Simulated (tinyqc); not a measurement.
Impurity band of shallow donors (Hubbard estimate): sweeps and comparisons. A value that a table varies takes the place of the one given here.

Constants: e^2/(4 pi eps0) = 14.39964547 eV angstrom.

Inputs chosen for the exercise (near those of two donors in GaN; the results hold for these values, not for the real material): a = 24.6 angstrom (orbital radius); eps = 9.4 (dielectric constant); Ns = (0.015, 0.038, 0.092, 0.23, 0.54, 1.1, 2.3) x 1e18/cm^3 (donor densities); R = 176 angstrom (separation).

## From lone donors to an impurity band

Donors on a simple cubic lattice of spacing R = N^(-1/3) (1/angstrom^3 = 1e24/cm^3), Ha* = q/(eps a), q = e^2/(4 pi eps0), x = R/a. Hopping t = Ha* (1 + x) exp(-x), band width B = 12 t, on-site repulsion U = (5/8) Ha*; the gap closes near B/U = 1.15. Valley factors and disorder are left out.

Results:
```
N (1e18/cm^3)  R (angstrom)  N^(1/3) a   t (meV)   B (meV)       B/U
0.015                 405.5      0.061  7.56e-05  0.000907  2.33e-05
0.038                 297.4      0.083   0.00457    0.0549   0.00141
0.092                 221.5      0.111    0.0765     0.918    0.0236
0.23                  163.2      0.151     0.625      7.50     0.193
0.54                  122.8      0.200      2.53      30.4     0.781
1.1                    96.9      0.254      5.99      71.9      1.85
2.3                    75.8      0.325      11.7       140      3.60
```

B/U passes 1.15 between 0.54 and 1.1 x 1e18/cm^3; the root is x = 4.52, N^(1/3) a = 0.221, N = 0.73 x 1e18/cm^3, below the 1.2 that the empirical rule N^(1/3) a = 0.26 gives; the estimate is rough, since random positions, the overlap of the orbitals and screening are left out. While N grows by 153 times, t grows by 1.55e+05 times.

## What each parameter does (pair of shallow donors (hydrogen-like orbitals))

Each donor has the orbital exp(-r/a); energy unit Ha* = q/(eps a), q = e^2/(4 pi eps0), so that a lone donor is bound by Ha*/2; x = R/a. One electron: S = (1 + x + x^2/3) exp(-x), j = 1/x - (1 + 1/x) exp(-2x), k = (1 + x) exp(-x); levels E(+/-) = -1/2 - (j +/- k)/(1 +/- S) in Ha*, without the repulsion of the ions, split by D = |E(-) - E(+)|.

Two electrons, Heitler-London: with S' = (1 - x + x^2/3) exp(x), C = 1/x - exp(-2x)(1/x + 11/8 + 3x/4 + x^2/6), X = (1/5){exp(-2x)(25/8 - 23x/4 - 3x^2 - x^3/3) + (6/x)[S^2 (0.5772157 + ln x) + S'^2 Ei(-4x) - 2 S S' Ei(-2x)]}, Q = C - 2j + 1/x and A = X - 2 S k + S^2/x, the singlet and triplet lie at (Q +/- w A)/(1 +/- w S^2) from two lone donors, with the valley weight w = 1 (one valley); the exchange is J = triplet - singlet.

x, D = |E(-) - E(+)| and J. Each row changes one parameter from the base and keeps the others.

Results:
```
case                   x  D (meV)  J (micro-eV)
base               7.154   0.4507          8.23
a = 27.1 angstrom  6.494   0.7144          22.6
eps = 10.3         7.154   0.4113          7.51
R = 202 angstrom   8.211   0.1810          1.35
```

The largest shifts from the base row, up to three for each result and ties (the steps differ in size, so this ranks the rows, not the parameters). x: R +1.057, a -0.660; unchanged at the printed digits by eps. D (meV): R -0.270, a +0.264, eps -0.0394. J (micro-eV): a +14.3, R -6.89, eps -0.720.

Computed by tinyqc, a small Python program: `OMP_NUM_THREADS=1 python tinyqc.py 1281521 1281522 out.jsonl` (the numbers bound the seed that draws the inputs); one thread of a shared host (Intel(R) Xeon(R) Processor @ 2.30GHz), about 0.01 s for the whole set of steps.
